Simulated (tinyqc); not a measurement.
Comparisons within one model: round or elliptic silicon nanowire with anisotropic valleys (Ritz method). A value that a table varies takes the place of the one given here.

Wire along x = [110] on a (001) wafer, y = [-110], z = [001]. Valley groups (w = inverse masses): A, two valleys along z: w_y = 1/mt, w_z = 1/ml, m_x = mt; B, four valleys in the wafer plane: w_y = (1/ml + 1/mt)/2, w_z = 1/mt, m_x = (ml + mt)/2.

Hard wall on the ellipse (y/a)^2 + (z/b)^2 = 1, c = hbar^2/2m0. With u = y/a, v = z/b the operator is -c [(w_y/a^2) d2/du2 + (w_z/b^2) d2/dv2] on the unit disc. Basis (1 - u^2 - v^2) u^i v^j; S, X and Y are the disc integrals of f f', (df/du)(df'/du) and (df/dv)(df'/dv), from the integral of u^p v^q = 2 Gamma((p+1)/2) Gamma((q+1)/2)/((p + q + 2) Gamma((p+q+2)/2)) for even p, q; H = c (w_y X/a^2 + w_z Y/b^2).

Converged values use 21 functions of each parity class (e or o in u, then in v).

Constants: hbar^2/2m0 = 3.80998211 eV angstrom^2.

Inputs chosen for the exercise (near those of a Si nanowire; the results hold for these values, not for the real material): ml = 0.901 m0 (longitudinal mass); mt = 0.191 m0 (transverse mass); a = 23 angstrom (semi-axis along y); b = 22 angstrom (semi-axis along z); asp = (0.4, 0.6, 0.8, 1, 1.3, 1.8, 2.5) (ratios a/b); area = 15.9 nm^2 (cross-section, kept fixed); hw = 1 (height over mean width).

## Size of the basis

Lowest level of each group with 1, 3, 6 and 21 even functions.

Levels (meV):
```
functions       A       B
1          139.33  192.19
3          132.43  184.85
6          132.33  184.81
21         132.32  184.81
```

What does this show?

One function errs by 5.3 % for A and 4.0 % for B, six by 0.00054 and 6.4e-05 meV. The error grows with the axis ratio of the stretched ellipse (2.08, 1.34); for a circle it is 6/5.783 - 1 = 3.7 %.

## Flattening the wire at fixed area

a = sqrt(area x ratio/pi), b = a/ratio, 1 nm^2 = 100 angstrom^2; lowest level of each group.

Levels (eV):
```
a/b  a (angstrom)  b (angstrom)       A       B
0.4          14.2          35.6  0.2746  0.2156
0.6          17.4          29.0  0.1955  0.1831
0.8          20.1          25.2  0.1574  0.1775
1.0          22.5          22.5  0.1358  0.1827
1.3          25.7          19.7  0.1182  0.1998
1.8          30.2          16.8  0.1067  0.2388
2.5          35.6          14.2  0.1059  0.3011
```

What does this show?

Each group is lowest where its stretched ellipse is a circle, at a/b = sqrt(w_y/w_z): 2.17 for A and 0.78 for B. The lowest group is B in the first row and A in the last, crossing between a/b = 0.6 and 0.8; B - A is -59 meV in the first row and +195 meV in the last.

## Shape of the cross-section

Equal area, hard walls, lowest level of -c (w_y d2/dy2 + w_z d2/dz2), c = hbar^2/2m0. Rectangle W x H with H/W = hw; ellipse with b/a = hw; trapezoid of height H, base W/0.8 and top 0.6 of the base; isosceles triangle of height H and base 2W. Ellipse, trapezoid and triangle by converged Ritz bases; 1 nm^2 = 100 angstrom^2.

Levels:
```
shape      A (eV)  B (eV)  B - A (meV)
rectangle  0.1501  0.1989         48.8
ellipse    0.1358  0.1827         46.9
trapezoid  0.1477  0.2028         55.0
triangle   0.1334  0.2631        129.7
```

W = 39.9 angstrom
H = 39.9 angstrom

What can be read from the table?

For group A the order is triangle, ellipse, trapezoid, rectangle, spanning 13 %. For group B the order is ellipse, rectangle, trapezoid, triangle, spanning 44 %. The ellipse lies below the rectangle for both groups, since corners hold little of the wave function. The triangle is lowest for A, whose light mass lies across the width and gains from the wide base. The spacing B - A of the valley groups runs from 47 to 130 meV.

## What each parameter does

Lowest level of groups A and B. Each row changes one parameter from the base and keeps the others.

Results:
```
case             A (eV)  B (eV)  B - A (meV)
base             0.1323  0.1848         52.5
a = 26 angstrom  0.1095  0.1701         60.6
b = 20 angstrom  0.1381  0.2094         71.3
ml = 1.009 m0    0.1293  0.1835         54.2
mt = 0.21 m0     0.1228  0.1692         46.3
```

What does this show?

The largest shifts from the base row, up to three for each result and ties (the steps differ in size, so this ranks the rows, not the parameters). A (eV): a -0.0229, mt -0.0095, b +0.0057. B (eV): b +0.0246, mt -0.0157, a -0.0147. B - A (meV): b +18.9, a +8.1, mt -6.2.

Program tinyqc; command `OMP_NUM_THREADS=1 python tinyqc.py 1251854 1251855 out.jsonl`; about 0.02 s on one thread of a shared Intel(R) Xeon(R) Processor @ 2.30GHz.
